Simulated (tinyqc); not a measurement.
Hueckel theory of the pi electrons, for the molecule C=CC=C([CH2+])C=C (SMILES; centres numbered as the heavy atoms are written), step by step. One step of it, computed by the program tinyqc.

Task: Energy, charges, bond orders. E = sum n x; q_r = z_r - P_rr; bond order p = P_rs; free valence = sqrt(3) - sum of p over the bonds of the atom.

x values: [1.969616, 1.285575, 0.684040, 0.000000, -0.684040, -1.285575, -1.969616]

occupations: [2.000000, 2.000000, 2.000000, 0.000000, 0.000000, 0.000000, 0.000000]

charge and bond-order matrix P, order 1C, 2C, 3C, 4C, 5C, 6C, 7C:
```
[[0.666667, 0.782151, 0.333333, -0.192450, -0.333333, 0.000000, 0.133674],
 [0.782151, 1.000000, 0.589701, 0.000000, -0.192450, -0.058776, 0.000000],
 [0.333333, 0.589701, 0.666667, 0.530926, 0.333333, 0.000000, -0.192450],
 [-0.192450, 0.000000, 0.530926, 1.000000, 0.723376, 0.397251, 0.000000],
 [-0.333333, -0.192450, 0.333333, 0.723376, 0.666667, 0.000000, -0.326125],
 [0.000000, -0.058776, 0.000000, 0.397251, 0.000000, 1.000000, 0.915826],
 [0.133674, 0.000000, -0.192450, 0.000000, -0.326125, 0.915826, 1.000000]]
```

Centres:
```
centre  z_r, pi electrons of the neutral centre         h
1C                                            1  0.000000
2C                                            1  0.000000
3C                                            1  0.000000
4C                                            1  0.000000
5C                                            1  0.000000
6C                                            1  0.000000
7C                                            1  0.000000
```

Bonds:
```
i  j  k
1  2  1
2  3  1
3  4  1
4  5  1
4  6  1
6  7  1
```

Give: pi energy = 6 alpha + this times beta; pi charges; Bond orders and lengths from R = 1.517 - 0.180 p; free valence of the carbons; gap between the highest filled and the next level.

Result:

pi energy = 6 alpha + this times beta = 7.8785

pi charges: [0.3333, 0.0000, 0.3333, 0.0000, 0.3333, 0.0000, 0.0000]

Bond orders and lengths from R = 1.517 - 0.180 p (angstrom, C-C alone):
```
bond       p       R
1-2   0.7822  1.3762
2-3   0.5897  1.4109
3-4   0.5309  1.4214
4-5   0.7234  1.3868
4-6   0.3973  1.4455
6-7   0.9158  1.3522
```

free valence of the carbons: [0.9499, 0.3602, 0.6114, 0.0805, 1.0087, 0.4190, 0.8162]

gap between the highest filled and the next level = 0.6840 |beta|
